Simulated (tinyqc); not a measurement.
# CMOS latch-up, two-transistor model: effect of the temperature

A parasitic pnp (emitter at Vdd, base shunted by Rw) and npn (emitter at ground, base shunted by Rs) feed each other: the npn collector current flows out of the pnp base node, the pnp collector current into the npn base node. Forward-active transistors with constant gains: Icn = Isn exp(Vn/Vt), Icp = Isp (exp(Vp/Vt) - 1). A current Ii is injected into the npn base node.

Isn, Isp and Von are given at 250 K; the currents scale as T^3 exp(-1.12 V/Vt), Von falls by 1.5 mV/K, gains and resistances are fixed. Node equations: Vp/Rw + Icp/bp = Icn and Vn/Rs + Icn/bn = Icp + Ii. Loop gain G = gn gp/[(1/Rw + gp/bp)(1/Rs + gn/bn)], gn = Icn/Vt, gp = (Icp + Isp)/Vt; the off state ends where G = 1, and Ii there is the trigger current. On state with both base-emitter voltages at Von: npn base current Ib = (Von/Rs + bp Von/Rw)/(bn bp - 1), holding current Ih = (bn + 1) Ib + Von/Rs, holding voltage Vh = Vsat + Von + R2 (Ib + Von/Rs).

Parameters, values chosen for the exercise; values close to those of bulk CMOS:
```
symbol    value  unit                                                     meaning
bn         23.8                                           current gain of the npn
bp          3.1                                           current gain of the pnp
Isn     4.4e-19     A  saturation current of the npn at the reference temperature
Isp     5.5e-20     A  saturation current of the pnp at the reference temperature
Rs         1200   ohm                       substrate resistance shunting the npn
Rw          620   ohm                            well resistance shunting the pnp
R2          450   ohm           resistance from the pnp collector to the npn base
Von        0.82     V                        base-emitter voltage in the on state
Vsat       0.08     V                                          saturation voltage
Vdd         1.8     V                                              supply voltage
```

Constants: q = 1.602176634e-19 C, kB = 1.380649e-23 J/K, Vt = kB T/q. Results are converted to the units shown.

Result of one run:
```
T (K)	Vn at trigger (V)	trigger current (mA)	Ih (mA)	Vh (V)
413	0.4557	0.3990	1.624	0.8921
```

What becomes of these results when the temperature T is changed from 413 to 263 K, all else the same?

Result of the changed run:
```
T (K)	Vn at trigger (V)	trigger current (mA)	Ih (mA)	Vh (V)
263	0.7407	0.6590	2.258	1.210
```

The whole series:
```
T (K)	Vn at trigger (V)	trigger current (mA)	Ih (mA)	Vh (V)
233	0.7930	0.7068	2.385	1.273
263	0.7407	0.6590	2.258	1.210
293	0.6869	0.6099	2.131	1.146
323	0.6316	0.5594	2.004	1.083
353	0.5747	0.5075	1.877	1.019
383	0.5161	0.4541	1.750	0.9556
413	0.4557	0.3990	1.624	0.8921
443	0.3932	0.3419	1.497	0.8286
```

As T goes from 233 to 443 K, the trigger current falls from 0.707 to 0.342 mA, Ih falls from 2.39 to 1.50 mA and Vh falls from 1.27 to 0.829 V. Vh exceeds the supply Vdd = 1.8 V, which then cannot sustain a latched state, in 0 of the 8 rows.

Program tinyqc, `OMP_NUM_THREADS=1 python tinyqc.py 2670120 2670121 out.jsonl`; Intel Xeon 2.30GHz, shared host, one thread, about 0.08 s.
